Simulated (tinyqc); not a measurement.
From T_c back to z J_AB: two-sublattice mean-field magnet: ferrimagnet, compensation points and susceptibility. Computed by tinyqc, a small Python program. Command: `OMP_NUM_THREADS=1 python tinyqc.py 3004691 3004692 out.jsonl ferri inv`. One thread of a shared host (Intel(R) Xeon(R) Processor @ 2.30GHz), about 0.02 s of CPU time with the checks.

A random alloy A(1-x)B(x) with H = -sum over pairs J S_i.S_j. a = <S_A> and b = <S_B> are taken along z, a > 0. Exchange fields: h_A = (1 - x) zJ_AA a + x zJ_AB b, h_B = (1 - x) zJ_AB a + x zJ_BB b; a = S_A B_(S_A)(S_A h_A/(k_B T)) and likewise for b, with the Brillouin function B_S(y) = [(2S + 1)/(2S)] coth[(2S + 1) y/(2S)] - [1/(2S)] coth[y/(2S)].

Inputs (values chosen for the exercise, for a model ferrimagnet):
```
quantity               value  unit
spin S_A                   2     -
spin S_B                 3.5     -
fraction x of B sites   0.44     -
z J_AA                  28.4   meV
z J_BB                  0.91   meV
T over T_c              0.62     -
```

Constants: k_B = 8.617333262e-05 eV/K.

Method. Linearised, T (a, b) = M (a, b) with M_ij = S_i (S_i + 1) c_j zJ_ij/(3 k_B), c_A = 1 - x, c_B = x. T_c is the larger eigenvalue, and its eigenvector gives b/a at onset, (T_c - M_AA)/M_AB.

Problem. A run gave the result below. Find the z J_AB, known to lie between -8.7 and -4.5 meV.

T_c = 397.2017 K

Solution.

Each step takes the trial c = (a f_b - b f_a)/(f_b - f_a), f being the result less the target; c replaces end b, the old b replaces a if the sign of f changed, and otherwise f_a is halved.

Scan of the range:
```
z J_AB (meV)  T_c (K)
-8.7          433.566
-8.0          424.804
-7.3          416.471
-6.6          408.616
-5.9          401.295
-5.2          394.566
-4.5          388.494
```

False position (Illinois rule) inside the bracket:
```
step     end a     end b     trial  T_c (K)
1     -5.90000  -5.20000  -5.47417  397.127
2     -5.90000  -5.47417  -5.48914  397.270
3     -5.47417  -5.48914  -5.48200  397.202
4     -5.48914  -5.48200  -5.48200  397.202
```

T_c falls at every point of a 13-point scan of the range (every second point is shown), so one value fits; it is bracketed by -5.90 and -5.20. Answer: z J_AB = -5.482 meV.
